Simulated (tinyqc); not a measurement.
# Trap density from two Hall measurements

Inverse problem. p-type body, charge-sheet picture, full ionisation (an idealisation for deep acceptors), Boltzmann statistics for free electrons. e = Ec - EF at the surface. psi = Eg - Vt ln(Nv/Na) - e; N_dep = sqrt(2 eps0 eps_r Na (psi - Vt)/q); n_f = sqrt(N_dep^2 + 2 eps0 eps_r Vt Nc exp(-e/Vt)/q) - N_dep; Vg = Vfb + psi + q (N_dep + n_t + n_f)/Cox, Cox = eps0 eox/tox. Find e and n_t at both points and the mean trap density between them.

Parameters, values chosen for the exercise; band and dielectric values close to those of gallium nitride:
- T = 300 K (temperature)
- Eg = 3.36 eV (band gap)
- eps_r = 9.61 (relative permittivity)
- Nc = 2.29e18 cm^-3 (conduction-band density of states at T)
- Nv = 4.66e19 cm^-3 (valence-band density of states at T)
- eox = 3.9 (relative permittivity of the insulator)
- tox = 51 nm (insulator thickness)
- Na = 9.6e15 cm^-3 (acceptor density)
- Vfb = -2.55 V (flat-band voltage without trapped charge)

Constants: q = 1.602176634e-19 C, kB = 1.380649e-23 J/K, Vt = kB T/q, eps0 = 8.8541878128e-14 F/cm where lengths are in cm. Results are converted to the units shown.

Vg (V): [2.3992400, 3.1807540]
free sheet density from the Hall effect (cm^-2): [8.0040539e9, 1.4917918e11]

Answer. Each n_f fixes e; what the gate voltage holds beyond psi, N_dep and n_f is trapped; the difference quotient is the density, smeared over a few Vt.

e (eV): [0.1100, 0.03100]
n_t (cm^-2): [2.493e11, 3.978e11]
mean trap density = 1.879e12 cm^-2 eV^-1

Computed by the program tinyqc: `OMP_NUM_THREADS=1 python tinyqc.py 2222095 2222096 out.jsonl`, one thread of a shared Intel Xeon 2.30GHz, about 0.04 s for the whole run.
